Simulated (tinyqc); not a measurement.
Input admittance of a MOSFET at zero drain bias: distributed channel and distributed gate: one step of the calculation.

Source and drain grounded, strong inversion, w = 2 pi f, Cox = eps0 eox/tox. The channel is an RC line of resistance 1/(mu Cox Vo) per square fed from both ends, so one finger has the intrinsic admittance y = i w Cox L tanh(g)/g per width, g = (1/2) sqrt(i w tau), tau = L^2/(mu Vo). The vertical resistance rv/L is in series with y, the overlaps 2 i w Cov in parallel: y_t = 1/(1/y + rv/L) + 2 i w Cov. The gate strip is a line of Rsh/L per length loaded by y_t, so a finger has Y = y_t Wf tanh(k)/k, k = (Wf/sd) sqrt(y_t Rsh/L); the device has Nf Y.

Question. Admittance of the channel and stack per width. tau, g, c = Cox L, y and y_t as defined.

Inputs (values chosen for the exercise); values of the order met in silicon radio-frequency transistors: relative permittivity of the gate insulator (close to hafnium oxide) eox = 21.4; insulator thickness tox = 5.1 nm; channel length L = 1.8 um; channel mobility mu = 230 cm^2/(V s); gate overdrive Vo = 0.68 V; vertical resistivity of the gate stack rv = 0 ohm um^2; overlap and fringe capacitance on each side Cov = 0.23 fF/um; frequency f = 8.6 GHz.

Constants: eps0 = 8.8541878128e-14 F/cm where lengths are in cm. Results are converted to the units shown.

Wanted: tau; g; c; y; y_t.

Answer.

tau = 207.2 ps
g = 1.183+1.183i
c = 66.88 fF/um
y = (1.501+1.960i) x 1e3 uS/um
y_t = (1.501+1.985i) x 1e3 uS/um

w tau = 11.2, and Im y is 0.542 of w c.

Program tinyqc, `OMP_NUM_THREADS=1 python tinyqc.py 2262074 2262075 out.jsonl`; Intel Xeon 2.30GHz, shared host, one thread, about 0.01 s.
